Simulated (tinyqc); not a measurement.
From results back to parameters: hole subbands of a hard-walled well, four-band Luttinger model. Three cases, with inputs chosen for the exercise.

Problem. At k = 0 in a hard-walled well HHn = c (g1 - 2 g2)(n pi/L)^2 - Z0 and LHn = c (g1 + 2 g2)(n pi/L)^2 + Z0, c = hbar^2/2m0. Two spacings were computed from hidden g1 and g2.

Constants: hbar^2/2m0 = 3.80998211 eV angstrom^2.
Find: u = c (pi/L)^2; g2; g1.
Method. HH2 - HH1 = 3u (g1 - 2 g2) and LH1 - HH1 = 4 u g2 + 2 Z0.

Case 1.

Values chosen (out of a larger set: near those of GaSb; not measured data): L = 90 angstrom (well width along [001]); Z0 = 0 eV (shear strain energy).

HH2 - HH1 = 55.569 meV
LH1 - HH1 = 88.576 meV

Solution.

u = c (pi/L)^2 = 4.642 meV
g2 = 4.77
g1 = 13.53

Case 2.

Values chosen (out of a larger set: near those of AlAs; not measured data): L = 175 angstrom (well width along [001]); Z0 = 0 eV (shear strain energy).

HH2 - HH1 = 7.772 meV
LH1 - HH1 = 4.027 meV

Solution.

u = c (pi/L)^2 = 1.228 meV
g2 = 0.82
g1 = 3.75

Case 3.

Values chosen (out of a larger set: near those of GaSb; not measured data): L = 175 angstrom (well width along [001]); Z0 = 0.0338 eV (shear strain energy).

HH2 - HH1 = 14.661 meV
LH1 - HH1 = 90.782 meV

Solution.

u = c (pi/L)^2 = 1.228 meV
g2 = 4.72
g1 = 13.42

Computed by tinyqc, one run a case: `OMP_NUM_THREADS=1 python tinyqc.py N N+1 out.jsonl` with N = 1252164, 1252215, 1252234; one thread of a shared Intel(R) Xeon(R) Processor @ 2.30GHz, about 2 s a run at most.
